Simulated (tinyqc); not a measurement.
From results back to parameters: Bethe-Salpeter matrix of a two-band chain (Tamm-Dancoff form). Three cases, with inputs chosen for the exercise.

Problem. Free pairs form the band Eg + 2t (1 - cos k). An infinite chain with attraction U in the same cell only has a bound pair with binding Eb = S - 2t and weight f = U/S at R = 0, where S = sqrt(4 t^2 + U^2). Both were computed from hidden U and t.

Case 1.

Eb = 0.928003 eV
f = 0.798968

Case 2.

Eb = 0.075906 eV
f = 0.342382

Case 3.

Eb = 0.033658 eV
f = 0.167108

Find: S; U; t.

Solution. 2t = S sqrt(1 - f^2), so S = Eb/(1 - sqrt(1 - f^2)) and U = f S.

Case 1.

S = 2.328 eV
U = 1.86 eV
t = 0.70 eV

Case 2.

S = 1.256 eV
U = 0.43 eV
t = 0.59 eV

Case 3.

S = 2.394 eV
U = 0.40 eV
t = 1.18 eV

Computed by tinyqc, one run a case: `OMP_NUM_THREADS=1 python tinyqc.py N N+1 out.jsonl` with N = 1280574, 1281083, 1281175; one thread of a shared Intel(R) Xeon(R) Processor @ 2.30GHz, about 0.1 s a run at most.
